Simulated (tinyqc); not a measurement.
## Fully depleted semiconductor-on-insulator film with two gates, non-linear Poisson equation by Newton steps: threshold and coupling against the film thickness

One dimension across the film, front interface at x = 0, back interface at x = ts. psi is counted from the intrinsic level, n = ni exp(psi/Vt) (source grounded), holes neglected, acceptors ionised. Gates act through Cox = eps0 eox/tox and Cbox = 3.9 eps0/tb with potentials G1 = Vg - (phiM - chi - Vt ln(Nc/ni)) and G2 = Vb - (phiB - chi - Vt ln(Nc/ni)). Classical Boltzmann densities, no interface charge, no depletion in the back plane.

ni = sqrt(Nc Nv) exp(-Eg/(2 Vt)), Eg in volts. The Poisson equation eps0 eps_r d2psi/dx2 = q (n + Na), with -eps0 eps_r dpsi/dx = Cox (G1 - psi) at x = 0 and eps0 eps_r dpsi/dx = Cbox (G2 - psi) at x = ts, is solved on 300 equal intervals with half boxes at both ends; N_inv is the trapezoid sum of n. VT is the Vg for N_inv = 1e11 cm^-2; -dVT/dVb from the linearised equation. Limits with Cs = eps0 eps_r/ts: front channel Cs Cbox/(Cox (Cs + Cbox)), back channel Cbox (Cox + Cs)/(Cox Cs). Swing at N_inv = 1e8 cm^-2.

Values chosen for this exercise; band and dielectric values close to those of silicon: temperature T = 300 K; band gap Eg = 1.12 eV; relative permittivity eps_r = 11.7; conduction-band density of states at T Nc = 2.84e19 cm^-3; valence-band density of states at T Nv = 2.7e19 cm^-3; electron affinity chi = 3.98 eV; relative permittivity of the gate insulator (close to silicon dioxide) eox = 3.9; insulator thickness tox = 3 nm; buried-oxide thickness (eps_r 3.9) tb = 14 nm; acceptor density of the film Na = 1e15 cm^-3; work function of the front gate phiM = 4.26 eV; work function of the back plane phiB = 4.48 eV; back-gate voltage Vb = 0 V.

Constants: q = 1.602176634e-19 C, kB = 1.380649e-23 J/K, Vt = kB T/q, eps0 = 8.8541878128e-14 F/cm where lengths are in cm. Results are converted to the units shown.

Results:
```
ts (nm),VT (V),centroid/ts at VT,-dVT/dVb,front-channel limit,back-channel limit,swing (mV/decade)
4,0.265,0.386,0.237,0.196,0.310,74.1
5.6,0.257,0.351,0.240,0.189,0.348,74.5
7.7,0.250,0.313,0.240,0.181,0.398,75.0
11,0.243,0.267,0.237,0.170,0.476,75.6
21,0.226,0.188,0.218,0.143,0.714,76.2
29,0.217,0.157,0.202,0.127,0.905,76.2
40,0.207,0.132,0.184,0.110,1.17,76.0
```

Estimate the missing row, ts = 15 nm.

Computed row:
```
ts (nm),VT (V),centroid/ts at VT,-dVT/dVb,front-channel limit,back-channel limit,swing (mV/decade)
15,0.235,0.227,0.230,0.158,0.571,76.0
```

With this row back in the table: As ts goes from 4 to 40, VT falls from 0.265 to 0.207 V, the centroid falls from 0.386 to 0.132 of ts and -dVT/dVb goes from 0.237 through a maximum of 0.240 (at ts = 7.7 among the rows listed) to 0.184. The coupling covers 36.1 % of the way from the front-channel to the back-channel limit in the first row and 7.04 % in the last.

Range of the model: In so thin a film or at such density quantum confinement moves the charge away from the interfaces and raises the threshold.

tinyqc, about 0.3 s, one thread, Intel Xeon 2.30GHz (shared host): `OMP_NUM_THREADS=1 python tinyqc.py 2190079 2190080 out.jsonl`
